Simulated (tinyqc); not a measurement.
Decay of LO phonons and the hot-phonon bottleneck in the cooling of electrons: one step, computed by the program tinyqc.

n(E, T) = 1/(exp(E/(k_B T)) - 1) is the Bose occupation. Electrons have a temperature T_e; the LO modes within their reach share one occupation N; the decay products stay at the lattice temperature.

Task: Electron and phonon temperatures in closed form. Net emission per electron: [(N + 1) x - N]/tau_sp with x = exp(-hbar omega/(k_B T_e)), a simple two-level balance; steady state of the modes: n [(N + 1) x - N]/tau_sp = N_m (N - N_0)/tau; power per electron P = hbar omega [(N + 1) x - N]/tau_sp. With p = P tau_sp/(hbar omega): N = N_0 + r p and x = (p + N)/(N + 1); without hot phonons N = N_0. The mode temperature T_LO solves n(hbar omega, T_LO) = N.

Inputs (values chosen for the exercise, modelled on indium arsenide):

| quantity | value | unit |
|---|---|---|
| LO energy hbar omega | 29.3 | meV |
| lattice temperature T | 77 | K |
| electron mass m* | 0.0248 | m_0 |
| electron density n | 5.5e+18 | 1/cm^3 |
| power supplied per electron P | 2 | nW |

Decay channel: two equal phonons (Klemens).

emission time tau_sp = 229.5359 fs

equilibrium LO occupation N_0 = 0.01223339

bottleneck ratio r = 40.89313

Constants: e = 1.602176634e-19 C; k_B = 8.617333262e-05 eV/K.

Give: reduced power p; LO occupation N; electron temperature T_e; T_e without hot phonons; mode temperature T_LO.

Result:

reduced power p = 0.09779

LO occupation N = 4.011

electron temperature T_e = 1713 K

T_e without hot phonons = 153.2 K

mode temperature T_LO = 1528 K

Caution: at such T_e upper valleys, non-parabolic bands or other phonons can take part. Caution: the electrons are degenerate; Pauli blocking and the Fermi energy, left out here, matter.
